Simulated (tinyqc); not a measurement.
# Phonon transmission through an interface between two chains by Green functions, step by step

A worked calculation. Computed by tinyqc, a small Python program that keeps every step. Command: `OMP_NUM_THREADS=1 python tinyqc.py 3009748 3009749 out.jsonl agf walk`. One thread of a shared host (Intel(R) Xeon(R) Processor @ 2.30GHz), about 0.01 s of CPU time with the checks. Intermediate numbers are printed to about 5 digits and carried at full precision; extremes and crossings named in words are read from the listed rows.

Two semi-infinite chains (masses m_1, m_2; springs k_1, k_2), motion along the chain. The central region holds the end atom of each chain and two interlayer atoms of mass m_b, joined by springs k_b. lambda = omega^2 in eV/(angstrom^2 u); nu = 15.6333042 THz x sqrt(lambda).

Inputs (values chosen for the exercise, for two model chains): mass m_1 = 57.1 u; spring k_1 = 5.75 eV/angstrom^2; mass m_2 = 38.9 u; spring k_2 = 2.39 eV/angstrom^2; junction spring k_b = 2.51 eV/angstrom^2; interlayer mass m_b = 30.7 u; probe frequency / lower band top = 0.91; temperature T = 20 K.

Atoms in the interlayer: two.

Constants: nu for 1 eV/(angstrom^2 u) = 15.6333042 THz; h x 1 THz = 4.135667696 meV; k_B = 8.617333262e-05 eV/K; k_B = 1.380649e-23 J/K; h = 6.62607015e-34 J s.

## Band tops and impedances

nu_max = 15.6333042 THz x 2 sqrt(k/m); impedance Z = sqrt(k m); long-wave transmission 4 Z_1 Z_2/(Z_1 + Z_2)^2; the probe frequency is the given share of the lower band top.

band top of chain 1 = 9.9219 THz

band top of chain 2 = 7.7501 THz

Z_1 = 18.120 sqrt(eV u)/angstrom

Z_2 = 9.6421 sqrt(eV u)/angstrom

long-wave transmission = 0.90675

probe frequency = 7.0526 THz

## Self-energies and the matrix at the probe frequency

In chain i, sin(q_i a/2) = nu/nu_max,i. An outgoing wave makes the next atom move as exp(i q_i a) times the end atom, so the lead adds the self-energy Sigma_i = -k_i exp(i q_i a) to the force-constant matrix; Gamma_i = -2 Im Sigma_i = 2 k_i sin(q_i a). A = lambda M - K - Sigma over the central atoms, with K_ii the sum of the springs at i, K_(i,i+1) = -k_b; G = inverse of A; transmission = Gamma_1 Gamma_2 |G_(first,last)|^2.

q_1 a = 1.5813 rad

q_2 a = 2.2866 rad

Gamma_1 = 11.499 eV/angstrom^2

Gamma_2 = 3.6069 eV/angstrom^2

A (complex symmetric) (eV/angstrom^2), rows end of 1, layer 1, layer 2, end of 2:
$$\begin{pmatrix}
3.3003+5.7497i & 2.5100 & 0.0000 & 0.0000 \\
2.5100 & 1.2278 & 2.5100 & 0.0000 \\
0.0000 & 2.5100 & 1.2278 & 2.5100 \\
0.0000 & 0.0000 & 2.5100 & 1.4483+1.8035i
\end{pmatrix}$$

## Transmission at the probe frequency

The formulas are those given above.

G_(first,last) = -0.02770-0.11815i angstrom^2/eV

transmission = 0.61087

It is below the long-wave value 0.907.

## Thermal conductance

Landauer conductance G = k_B int tau(nu) x^2 e^x/(e^x - 1)^2 d nu, x = h nu/(k_B T), from 0 to the lower band top (240 Gauss-Legendre points in s from 0 to 1, nu = nu_top sin(pi s/2)); tau is the transmission, and its thermal mean is G over the value for tau = 1 in the same window; the quantum is g_0 = pi^2 k_B^2 T/(3 h).

conductance G = 16.857 pW/K

thermal mean of the transmission = 0.89057

G/g_0 = 0.89057

## Transmission spectrum against simple models

Long-wave value 4 Z_1 Z_2/(Z_1 + Z_2)^2. Continuum estimate, with omega = sqrt(lambda): a slab of impedance Z_b = sqrt(k_b m_b) and phase p = omega x (number of interlayer atoms) x sqrt(m_b/k_b), tau = 4 Z_1 Z_2/[(Z_1 + Z_2)^2 cos^2 p + (Z_b + Z_1 Z_2/Z_b)^2 sin^2 p].

Transmission:
```
nu/nu_top  nu (THz)  Green function  long-wave value  continuum estimate
0.05         0.3875         0.90443          0.90675             0.90494
0.15         1.1625         0.88738          0.90675             0.89192
0.25         1.9375         0.86042          0.90675             0.87261
0.35         2.7125         0.83514          0.90675             0.85615
0.45         3.4875         0.82405          0.90675             0.84956
0.55         4.2625         0.83715          0.90675             0.85543
0.65         5.0375         0.87323          0.90675             0.87145
0.75         5.8125         0.88989          0.90675             0.89084
0.85         6.5875         0.77245          0.90675             0.90448
0.92         7.1301         0.57899          0.90675             0.90661
0.98         7.5951         0.33461          0.90675             0.90284
```

The transmission starts at the impedance value 0.907 and vanishes at the lower band top, 7.75 THz, above which chain 2 has no states. It first falls below half of that value at nu/nu_top = 0.98. The continuum estimate is within 0.05 up to nu/nu_top = 0.75; it leaves out dispersion, and it puts the faces of the slab half a spring from its outer atoms.

## Conductance against temperature

The formulas are those given above.

Conductance:
```
T (K)  G (pW/K)  mean transmission    G/g_0  G for transmission 1 (pW/K)
1       0.85813            0.90670  0.90670                      0.94643
5        4.2847            0.90544  0.90544                       4.7322
20       16.857            0.89057  0.89057                       18.929
50       40.333            0.86346  0.85231                       46.711
100      65.330            0.83653  0.69028                       78.097
200      80.096            0.81988  0.42315                       97.692
400      85.091            0.81430  0.22477                       104.50
800      86.451            0.81279  0.11418                       106.36
```

At 1 K G/g_0 = 0.907; as T goes to 0 it tends to the long-wave transmission, where only the impedances count. Towards high T all modes count more and more alike; at 800 K G is 86.5 pW/K and the mean transmission is 0.813, which is at least 0.7 of the low-T value.

Checks made by the program: low-frequency limit against the impedance formula (relative difference 1e-08); unitarity: Gamma_1 |G_11|^2 + Gamma_2 |G_1N|^2 = -2 Im G_11 (relative difference below 1e-10); conductance against a 1500-point midpoint sum (relative difference below 1e-10).
